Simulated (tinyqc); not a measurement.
Which pair of peaks is best: composition and strain of an epitaxial Si(1-x)Ge(x) layer from Raman and X-ray peaks. Computed by tinyqc, a small Python program. Command: `OMP_NUM_THREADS=1 python tinyqc.py 3007765 3007766 out.jsonl epiraman walk`. One thread of a shared host (Intel(R) Xeon(R) Processor @ 2.30GHz), about 0.01 s of CPU time with the checks.

A (001) layer, biaxially strained in the plane. The Raman peaks follow empirical lines omega = w0 + c1 x + c3 x^3 + b eps (c3 for Si-Ge alone), with eps the in-plane strain.

Inputs (values chosen for the exercise, modelled on silicon-germanium):
```
quantity                     value  unit
Ge fraction x                  0.8     -
Si-Si: c1                    -67.9  1/cm
Si-Si: strain coefficient b   -737  1/cm
Si-Ge: c1                     25.7  1/cm
Si-Ge: c3                    -33.9  1/cm
Si-Ge: strain coefficient b   -584  1/cm
Ge-Ge: c1                     18.8  1/cm
Ge-Ge: strain coefficient b   -466  1/cm
uncertainty of a Raman peak    0.2  1/cm
```

Substrate: silicon.

Method. For each pair invert J = [d omega/dx, d omega/d eps] at the true x. Independent errors of the given size in both peaks give sigma_x and sigma_eps = uncertainty x (norm of the rows of the inverse of J).

Error propagation:
```
pair              det J    sigma_x  sigma_eps (per mille)
Si-Si and Si-Ge  10.625   0.017701                 1.4776
Si-Si and Ge-Ge  45.497  0.0038331                0.30971
Si-Ge and Ge-Ge  29.334  0.0050940                0.29757
```

The pair Si-Si and Ge-Ge fixes x best (sigma_x = 0.0038) and Si-Si and Si-Ge worst (0.018), a factor 4.6. Strain moves all peaks the same way, so a good pair needs different ratios of composition slope to strain coefficient, best of opposite sign; the slopes here are -67.9, -39.4 and 18.8 per cm for Si-Si, Si-Ge and Ge-Ge. Errors in the coefficients themselves are not counted.

Extremes, crossings and ranges named in words are read from the listed rows.
